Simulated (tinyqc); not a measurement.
ESD clamp with bipolar snapback, compact model and design window: course of the iteration: base voltage at the failure current.

The drain junction multiplies the current that enters it: Igen = (M - 1)(Ic + I0), M = 1/(1 - (Vj/BV)^n). The generated holes leave through the substrate resistance and the base of the parasitic npn: Igen = Vb/Rb + Ic/be, Ic = Is exp(Vb/Vt). Terminal current I = Ic + I0 + Igen and voltage V = Vj + I Ro, per width. Isothermal, constant gain.

I(Vb) = Ic (1 + 1/be) + I0 + Vb/Rb, I' = Ic (1 + 1/be)/Vt + 1/Rb; Vb(new) = Vb - (I - It2)/I'. V follows from the introduction.

Stop when Vb changes by less than 1e-10 V, or after 20 iterations. Vb must stay between 0 and 8 V.

Parameters, values chosen for the exercise; values close to those of grounded-gate n-channel clamps: temperature T = 300 K; junction breakdown voltage BV = 8.6 V; exponent of the multiplication n = 4.5; current gain of the parasitic npn be = 2; saturation current Is = 3.2e-18 A/um; junction leakage I0 = 8.5e-11 A/um; substrate resistance Rb = 8800 ohm um; drain ballast and contact resistance Ro = 110 ohm um; failure current for 100 ns It2 = 9.9 mA/um.

Constants: q = 1.602176634e-19 C, kB = 1.380649e-23 J/K, Vt = kB T/q. Results are converted to the units shown.

Vb at the start = 0.8 V

Course of the iteration:
```
iteration   Vb (V)  |change| (V)
1          2.65366          1.85
2          2.62781        0.0259
3          2.60196        0.0259
4          2.57611        0.0259
5          2.55025        0.0259
6          2.52440        0.0259
7          2.49855        0.0259
8          2.47270        0.0259
9          2.44685        0.0259
...            ...           ...
12         2.36929        0.0259
13         2.34344        0.0259
14         2.31759        0.0259
15         2.29173        0.0259
16         2.26588        0.0259
17         2.24003        0.0259
18         2.21418        0.0259
19         2.18833        0.0259
20         2.16247        0.0259
```

Did this iteration meet its convergence test, and what does its course show?

No. Not converged within 20 iterations. The first step overshoots to 2.65 V, and each later step comes down by only Vt on the exponential. A rerun with Newton steps on ln I from the same start converges in 5 iterations.

Computed by the program tinyqc: `OMP_NUM_THREADS=1 python tinyqc.py 2670044 2670045 out.jsonl`, one thread of a shared Intel Xeon 2.30GHz, about 0.01 s for the whole run.
